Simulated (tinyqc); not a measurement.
Comparisons within one model: strain-driven crossing of the Gamma and L valleys in a germanium-like crystal. A value that a table varies takes the place of the one given here.

Biaxial loads: e0 is the in-plane strain e_par and the normal is free. (001): e_perp = -2 (C12/C11) e_par; exx = eyy = e_par, ezz = e_perp, no shear. (111): e_perp = -(2 C11 + 4 C12 - 4 C44)/(C11 + 2 C12 + 4 C44) e_par; exx = eyy = ezz = (2 e_par + e_perp)/3 and exy = eyz = ezx = (e_perp - e_par)/3. (110): e_perp = -(C11 + 3 C12 - 2 C44)/(C11 + C12 + 2 C44) e_par; exx = eyy = (e_par + e_perp)/2, ezz = e_par, exy = (e_perp - e_par)/2, eyz = ezx = 0. Uniaxial loads: a stress along n, scaled so that n.e.n = e0, with exx = s11 sxx + s12 (syy + szz), exy = s44 sxy/2, s11 = (C11 + C12)/((C11 - C12)(C11 + 2 C12)), s12 = -C12/((C11 - C12)(C11 + 2 C12)), s44 = 1/C44.

Edges from the unstrained valence top: Gamma at Eg + ac tr(e); an L valley with unit axis u at EgL + aL tr(e) + XuL (u.e.u - tr(e)/3), u along [111], [1-1-1], [-11-1], [-1-11]; valence edges are the levels of the 6 x 6 matrix of X, Y, Z times spin with -Dso/3 + l exx + m (eyy + ezz) on the diagonal (cyclic), n exy off it, l = av + 2 b, m = av - b, n = sqrt(3) d. Spin-orbit term (Dso/3) L.sigma on X, Y, Z with (L_k)_ij = -i epsilon_kij: <X+|H|Y+> = -i Dso/3, <X+|H|Z-> = Dso/3, <Y+|H|Z-> = -i Dso/3, <Z+|H|X-> = -Dso/3, <Z+|H|Y-> = i Dso/3, <X-|H|Y-> = i Dso/3, and their conjugates; + and - are the spin along z.

Constants: kB = 8.617333262e-05 eV/K.

Values chosen for the exercise (near those of Ge, gaps at low temperature; the results hold for these values, not for the real material): Eg = 0.893 eV (gap at Gamma to the s-like level); EgL = 0.738 eV (gap to L); Dso = 0.286 eV (spin-orbit splitting); ac = -8.14 eV (conduction deformation potential); av = 1.25 eV (valence hydrostatic potential); b = -2.59 eV (tetragonal shear potential); d = -5.29 eV (trigonal shear potential); aL = -1.47 eV (hydrostatic potential of the L edge, Xd + Xu/3); XuL = 16.74 eV (uniaxial potential, L); C11 = 127.3 GPa; C12 = 49 GPa; C44 = 68.1 GPa; load = uniaxial [111] (kind of strain); mG = 0.0433 m0 (mass at Gamma); mL = 0.586 m0 (density-of-states mass of the four L valleys together); T = 200 K (temperature); e0 = 0.0457 (size of the strain).

## Which strain makes the gap direct

For tension the difference Gamma minus lowest L is linear in e0; slope per 1 % and the e0 at which it vanishes (a dash: no crossing below 15 %), with the gap there.

Results:
```
load            slope (meV per 1 %)  crossing e0 (%)  gap at the crossing (eV)
biaxial (001)                 -82.1             1.89                     0.552
biaxial (110)                 -23.5             6.61                    -0.557
biaxial (111)                  42.0                -                         -
uniaxial [100]                -29.6             5.23                     0.502
uniaxial [111]                 -3.6                -                         -
uniaxial [110]                 15.6                -                         -
```

The smallest strain is needed for biaxial (001) (1.89 %), then uniaxial [100] (5.23 %). No crossing below 15 % is found for biaxial (111), uniaxial [111] and uniaxial [110]: shear splits the L valleys and pulls the lowest down nearly as fast as, or faster than, Gamma. Loads without off-diagonal strain, (001) and [100], gain (ac - aL) tr(e) = -67 meV per 1 % of volume. Crossings beyond about 3 % are sensitive to second-order terms, left out here. For uniaxial [111] the slope is a near cancellation, so terms beyond this linear model decide. A gap at or below zero marks a crossing beyond the range of this linear model.

## Sweep of a uniaxial [111] strain

The valence splitting is the distance of the top two edges. Share in Gamma = mG^(3/2)/(mG^(3/2) + (mL^(3/2)/4) sum_i exp(-(E_Li - E_Gamma)/kT)).

Results:
```
e0 (%)  direct gap (eV)  indirect gap (eV)  Gamma - L (meV)  valence splitting (meV)  share in Gamma (%)
0.00              0.893              0.738              155                        0            0.000249
0.80              0.813              0.660              152                       50            0.000393
1.60              0.732              0.583              149                       88            0.000464
2.40              0.652              0.505              146                      113            0.000549
3.20              0.571              0.428              143                      131            0.000649
4.00              0.491              0.350              141                      142            0.000766
4.80              0.410              0.273              138                      150            0.000906
5.60              0.330              0.195              135                      156             0.00107
```

The gap stays indirect over the sweep. The direct gap goes from 0.893 to 0.330 eV; of that change -0.197 eV comes from the rise of the valence top through the shear terms and the rest from the volume. The share in Gamma goes from 0.000249 to 0.00107 %. Beyond about 3 % terms of second order in the strain, left out here, matter.

## What each parameter does

Direct gap, Gamma minus the lowest L edge and the valence splitting. Each row changes one parameter from the base and keeps the others.

Results:
```
case              direct gap (eV)  Gamma - L (meV)  valence splitting (meV)
base                       0.4334            138.6                    148.3
e0 = 0.05255               0.3645            136.1                    154.0
ac = -6.919 eV             0.4723            177.4                    148.3
aL = -1.6905 eV            0.4334            145.6                    148.3
XuL = 19.251 eV            0.4334            167.9                    148.3
C44 = 57.885 GPa           0.4633            171.0                    149.8
d = -6.0835 eV             0.4093            138.6                    154.0
b = -2.9785 eV             0.4334            138.6                    148.3
```

The largest shifts from the base row, up to three for each result and ties (the steps differ in size, so this ranks the rows, not the parameters). direct gap (eV): e0 -0.0689, ac +0.0389, C44 +0.0299; unchanged at the printed digits by aL, XuL and b. Gamma - L (meV): ac +38.9, C44 +32.4, XuL +29.4; unchanged at the printed digits by d and b. valence splitting (meV): d +5.7, e0 +5.7, C44 +1.5; unchanged at the printed digits by ac, aL, XuL and b.

(tinyqc, `OMP_NUM_THREADS=1 python tinyqc.py 1080604 1080605 out.jsonl`, Intel(R) Xeon(R) Processor @ 2.30GHz, 1 thread, shared host, about 0.01 s.)
